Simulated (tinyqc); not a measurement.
What moves the results: quasiparticle equation with a plasmon-pole self-energy for two band edges. A value that a table varies takes the place of the one given here.

For each edge E = e + X + Sc(E), with the correlation part Sc(E) = A[0]/(E - a + w) + A[1]/(E - b - w); a and b are the valence and conduction energies that enter the Green function (a = ev, b = ec in the one-shot scheme). Z = 1/(1 - dSc/dE), dSc/dE = -A[0]/(E - a + w)^2 - A[1]/(E - b - w)^2.

Parameters, chosen for this exercise (scales of the order of those of SiC; the results hold for these values, not for the real material): ev = 0 eV (mean-field valence top); ec = 2.28 eV (mean-field conduction edge); w = 19 eV (pole energy); Av = (80.9, 39.9) eV^2 (weights of the valence state on the hole and electron poles); Ac = (38.8, 77.5) eV^2 (the same for the conduction state); Xv = -2.83 eV (exchange minus the mean-field potential, valence); Xc = 2.95 eV (the same, conduction).

## Schemes compared

Z = 1; linearised; exact one-shot; energies updated in G (a, b); updated in G and W, where w grows by half of the opening of the gap (a rule chosen for the exercise).

Results (eV):
```
scheme               Ev     Ec    gap  opening
mean field        0.000  2.280  2.280    0.000
Z = 1            -0.447  2.974  3.421    1.141
linearised       -0.341  2.814  3.155    0.875
one-shot, exact  -0.340  2.812  3.152    0.872
update G         -0.365  2.894  3.259    0.979
update G and W   -0.432  2.958  3.390    1.110
```

How do the results move?

The openings run from 0.872 (one-shot, exact) to 1.141 eV (Z = 1). Linearising moves the gap by 2 meV, updating G +107 meV and updating W a further +131 meV: once Z is kept, the level of self-consistency matters more than linearising.

## The starting point

The mean-field gap is opened by d (ev lowered by d/2, ec raised by d/2) and X is changed by the opposite amounts, so that e + X stays; one-shot and G-updated gaps.

Gaps (eV):
```
d    start  one-shot  update G
0.0  2.280    3.1523    3.2588
0.2  2.480    3.1745    3.2588
0.4  2.680    3.1966    3.2588
0.6  2.880    3.2185    3.2588
0.9  3.180    3.2511    3.2588
1.2  3.480    3.2833    3.2588
1.6  3.880    3.3258    3.2588
```

What can be read from the table?

The one-shot gap moves by a fraction 0.11 of any change of the starting gap, while the updated gap, 3.2588 eV, does not depend on it. The two agree where the start already equals the result, near d = 0.98 eV. A real change of starting point alters the orbitals and the screening too; this model holds both fixed.

## What each parameter does

Exact one-shot edges and Z of the valence state there. Each row changes one parameter from the base and keeps the others.

Results:
```
case                     Ev (eV)  Ec (eV)  gap (eV)       Z
base                     -0.3400   2.8123    3.1523  0.7589
w = 19.95 eV             -0.4427   2.9146    3.3573  0.7751
Xv = -2.93 eV            -0.4159   2.8123    3.2282  0.7581
Xc = 3.05 eV             -0.3400   2.8887    3.2287  0.7589
ec = 2.38 eV             -0.3336   2.9061    3.2397  0.7594
Av = (84.94, 39.9) eV^2  -0.1770   2.8123    2.9893  0.7539
Ac = (38.8, 81.38) eV^2  -0.3400   2.6530    2.9930  0.7589
```

What does this show?

The largest shifts from the base row, up to three for each result and ties (the steps differ in size, so this ranks the rows, not the parameters). Ev (eV): Av +0.1631, w -0.1026, Xv -0.0759; unchanged at the printed digits by Xc and Ac. Ec (eV): Ac -0.1593, w +0.1023, ec +0.0938; unchanged at the printed digits by Xv and Av. gap (eV): w +0.2049, Av -0.1631, Ac -0.1593. Z: w +0.0162, Av -0.0050, Xv -0.0008; unchanged at the printed digits by Xc and Ac.

(tinyqc, `OMP_NUM_THREADS=1 python tinyqc.py 1880854 1880855 out.jsonl`, Intel(R) Xeon(R) Processor @ 2.30GHz, 1 thread, shared host, about 0.02 s.)
